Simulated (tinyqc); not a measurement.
# Input admittance of a MOSFET at zero drain bias: distributed channel and distributed gate, step by step

Program tinyqc, `OMP_NUM_THREADS=1 python tinyqc.py 2262088 2262089 out.jsonl`; Intel Xeon 2.30GHz, shared host, one thread, about 0.01 s. Printed values are rounded.

Source and drain grounded, strong inversion, w = 2 pi f, Cox = eps0 eox/tox. The channel is an RC line of resistance 1/(mu Cox Vo) per square fed from both ends, so one finger has the intrinsic admittance y = i w Cox L tanh(g)/g per width, g = (1/2) sqrt(i w tau), tau = L^2/(mu Vo). The vertical resistance rv/L is in series with y, the overlaps 2 i w Cov in parallel: y_t = 1/(1/y + rv/L) + 2 i w Cov. The gate strip is a line of Rsh/L per length loaded by y_t, so a finger has Y = y_t Wf tanh(k)/k, k = (Wf/sd) sqrt(y_t Rsh/L); the device has Nf Y.

Parameters, values chosen for the exercise; values of the order met in silicon radio-frequency transistors: relative permittivity of the gate insulator (close to silicon dioxide) eox = 3.9; insulator thickness tox = 2 nm; channel length L = 1.1 um; finger width Wf = 1.2 um; number of fingers Nf = 64; channel mobility mu = 240 cm^2/(V s); gate overdrive Vo = 0.63 V; sheet resistance of the gate Rsh = 9.8 ohm/square; vertical resistivity of the gate stack rv = 0 ohm um^2; number of ends at which a finger is contacted sd = 1; overlap and fringe capacitance on each side Cov = 0.33 fF/um; frequency f = 6.7 GHz.

Constants: eps0 = 8.8541878128e-14 F/cm where lengths are in cm. Results are converted to the units shown.

## Low-frequency resistances and capacitance

Low-frequency limits, with c = Cox L and ct = c + 2 Cov: R_strip = Rsh Wf/(3 sd^2 L Nf), R_ch = (c/ct)^2 L/(12 mu Cox Vo Wf Nf), R_vert = (c/ct)^2 rv/(L Wf Nf), C = ct Wf Nf.

parts (ohm): strip 0.05568182, channel 4.270152, vertical 0
sum = 4.325834 ohm
C = 1509.291 fF
1/(2 pi R C) = 24.37683 GHz

The channel term is the largest, 98.7 % of the sum.

## Admittance of the channel and stack per width

tau, g, c = Cox L, y and y_t as defined.

tau = 80.02646 ps
g = 0.6489319+0.6489319i
c = 18.99223 fF/um
y = 201.3708+731.7843i uS/um
y_t = 201.3708+759.5685i uS/um

w tau = 3.37, and Im y is 0.915 of w c.

## Input impedance of the device

k and Y as defined; Z = 1/(Nf Y) = R + 1/(i w C); Q = |Im Z|/R; signal at the point farthest from a contact |1/cosh k|.

k = 0.07957578+0.06122826i
Nf Y = 15.64086+58.23381i mS
R = 4.301888 ohm
C = 1483.104 fF
Q = 3.723184
signal at the far point = 0.9987018

R is 0.55 % below its low-frequency limit and C is 1.7 % below its own.
